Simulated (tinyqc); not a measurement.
Two-valley model of the transferred-electron effect: one step, computed by the program tinyqc. Command: `OMP_NUM_THREADS=1 python tinyqc.py 3024849 3024850 out.jsonl gunn walk`. One thread of a shared host (Intel(R) Xeon(R) Processor @ 2.30GHz), about 0.01 s of CPU time with the checks.

Both kinds of valley share one electron temperature T_e, and each has a constant mobility.

Question. Equilibrium. Density-of-states ratio R = Z (m2/m1)^(3/2); n2/n1 = R exp(-dE/(k_B T_e)); mean mobility mu = (mu1 + mu2 n2/n1)/(1 + n2/n1); energy balance e mu F^2 = (3/2) k_B (T_e - T)/tau_E; v = mu F.

Inputs (values chosen for the exercise, modelled on GaN):

| quantity | value | unit |
|---|---|---|
| central-valley mass m1 | 0.21 | m_0 |
| satellite-valley mass m2 | 0.45 | m_0 |
| satellite valleys Z | 6 | - |
| valley separation dE | 1.2 | eV |
| central-valley mobility mu1 | 1100 | cm^2/(V s) |
| satellite-valley mobility mu2 | 64 | cm^2/(V s) |
| lattice temperature T | 300 | K |

Solver: bisection.

Constants: k_B = 8.617333262e-05 eV/K.

Give: R; n2/n1 without field; low-field mobility.

Answer.

R = 18.821

n2/n1 without field = 1.3048e-19

low-field mobility = 1100 cm^2/(V s)

dE is 46.4 k_B T, so the satellites are empty without field.
